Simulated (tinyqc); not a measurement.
# Thermal resistances of a two-die stack

Inverse problem. Heat leaves through the lower die only, and the system is linear. Find the resistance R1 from the lower die to the coolant, R2 between the dies, and the rise of the upper die when both are powered.

Inputs (values chosen for the exercise):
- P1 = 11 W (power of the lower die)
- P2 = 13 W (power of the upper die)

rises of the lower and upper die with only the lower one powered (K): [5.17, 5.17]
rises of the lower and upper die with only the upper one powered (K): [6.11, 10.4]

Answer. With only the lower die powered no heat crosses R2, so both dies rise by P1 R1; the difference in the second test is P2 R2; rises add.

R1 = 0.470 K/W
R2 = 0.330 K/W
rise of the upper die = 15.6 K

Program tinyqc, `OMP_NUM_THREADS=1 python tinyqc.py 2162223 2162224 out.jsonl`; Intel Xeon 2.30GHz, shared host, one thread, about 0.03 s.
